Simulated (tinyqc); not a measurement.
Non-radiative capture by multiphonon emission, one effective mode. Inputs raised by 2 %, one at a time. Computed by tinyqc, a small Python program. Command: `OMP_NUM_THREADS=1 python tinyqc.py 3004131 3004132 out.jsonl capture sens`. One thread of a shared host (Intel(R) Xeon(R) Processor @ 2.30GHz), about 0.05 s of CPU time with the checks.

The initial state (free carrier plus empty centre) lies dE above the final state; both have the same frequency and are displaced by dQ.

Inputs (values chosen for the exercise, with mass, screening and phonons like those of beta-Ga2O3):
```
quantity                     value                   unit
energy released dE           0.636                     eV
phonon energy hbar omega      34.1                    meV
Huang-Rhys factor S           5.47                      -
electron-phonon coupling W  0.0021  eV/(u^(1/2) angstrom)
cell volume V                 2400             angstrom^3
degeneracy g                     1                      -
broadening b                    29                    meV
carrier mass m               0.291                    m_0
dielectric constant eps       10.2                      -
temperature T                  400                      K
defect density N_t           3e+15                  cm^-3
```

Centre: attractive.

Constants: hbar^2/u = 4.18015928e-03 eV angstrom^2; k_B = 8.617333262e-05 eV/K; hbar = 6.582119569e-16 eV s; Ry = 13.605693123 eV; k_B = 1.380649e-23 J/K; m_0 = 9.1093837015e-31 kg.

Method:
- dQ = sqrt(2 S (hbar^2/u)/hbar omega); relaxation energy lambda = S hbar omega; phonons needed P = dE/hbar omega; classical barrier E_b = (dE - lambda)^2/(4 lambda); occupation n = 1/(exp(hbar omega/k_B T) - 1).
- Huang-Rhys weight for a net emission of p phonons: L_p = exp(-S (2n + 1)) ((n + 1)/n)^(p/2) I_p(2 S sqrt(n (n + 1))), I_p the modified Bessel function.
- M_p = sum_m w_m <m_i|Q|(m + p)_f>^2 with Q counted from the final minimum and Boltzmann weights w_m for m = 0..24; <m_i|Q|k_f> = sqrt((hbar^2/u)/(2 hbar omega)) [sqrt(k) <m|k-1> + sqrt(k+1) <m|k+1>], with overlaps of oscillators displaced by d = sqrt(2 S) summed on 1500 points from -16 to 16 + d.
- The delta function is a Gaussian of standard deviation b at dE - p hbar omega.
- C_0 = V (2 pi/hbar) g W^2 sum_p M_p Gaussian_p. The sum runs over the seven p from round(P) - 3 to round(P) + 3; 1 angstrom^3 = 1e-24 cm^3.
- Sommerfeld factor of an attractive centre: s(k) = 2 pi nu/(1 - exp(-2 pi nu)), nu = sqrt(Ry*/E), Ry* = Ry m/eps^2, averaged over (2/sqrt(pi)) sqrt(x) exp(-x) dx with x = E/k_B T = t^2 (trapezoid, t to 6 in steps of 0.01).
- C = s C_0; v = sqrt(3 k_B T/m); sigma = C/v; tau = 1/(C N_t).

Runs; columns: (1) input moved; (2) from; (3) to; (4) capture coefficient C (cm^3/s); (5) cross-section sigma (cm^2); (6) classical barrier E_b (eV); (7) capture time (s):
```
(1)                                                    (2)       (3)         (4)         (5)      (6)         (7)
base run                                                 -         -  3.5604e-11  1.4242e-18  0.27077  9.3622e-06
energy released dE (eV)                              0.636   0.64872  2.6894e-11  1.0757e-18  0.28632  1.2394e-05
Huang-Rhys factor S                                   5.47    5.5794  4.1996e-11  1.6798e-18  0.26108  7.9373e-06
electron-phonon coupling W (eV/(u^(1/2) angstrom))  0.0021  0.002142  3.7042e-11  1.4817e-18  0.27077  8.9987e-06
temperature T (K)                                      400       408  3.7711e-11  1.4936e-18  0.27077  8.8391e-06
carrier mass m (m_0)                                 0.291   0.29682  3.5952e-11  1.4524e-18  0.27077  9.2716e-06
dielectric constant eps                               10.2    10.404  3.4919e-11  1.3967e-18  0.27077  9.5460e-06
defect density N_t (cm^-3)                           3e+15  3.06e+15  3.5604e-11  1.4242e-18  0.27077  9.1787e-06
```

Exponents ln(y'/y) / ln(x'/x):
```
input                       capture coefficient C  cross-section sigma  classical barrier E_b  capture time
energy released dE                        -14.168              -14.168                  2.818        14.168
Huang-Rhys factor S                         8.338                8.338                 -1.842        -8.338
electron-phonon coupling W                  2.000                2.000                  0.000        -2.000
temperature T                               2.904                2.404                  0.000        -2.904
carrier mass m                              0.491                0.991                  0.000        -0.491
dielectric constant eps                    -0.981               -0.981                  0.000         0.981
defect density N_t                          0.000                0.000                  0.000        -1.000
```

Among the inputs moved here: capture coefficient C answers most in size to energy released dE (exponent -14.168), next to Huang-Rhys factor S (+8.338); its exponent is below 0.0005 for defect density N_t. Its exponent +2.000 in electron-phonon coupling W: the golden rule, C goes as W^2. Cross-section sigma answers most in size to energy released dE (exponent -14.168), next to Huang-Rhys factor S (+8.338); its exponent is below 0.0005 for defect density N_t. Classical barrier E_b answers most in size to energy released dE (exponent +2.818), next to Huang-Rhys factor S (-1.842); its exponent is below 0.0005 for electron-phonon coupling W, temperature T, carrier mass m, dielectric constant eps, defect density N_t. Capture time answers most in size to energy released dE (exponent +14.168), next to Huang-Rhys factor S (-8.338). Its exponent -1.000 in defect density N_t: tau = 1/(C N_t).

Caution (all rows): the largest term is not the one nearest energy conservation, so C_0 depends strongly on the broadening b.

Extremes, crossings and ranges named in words are read from the listed rows.
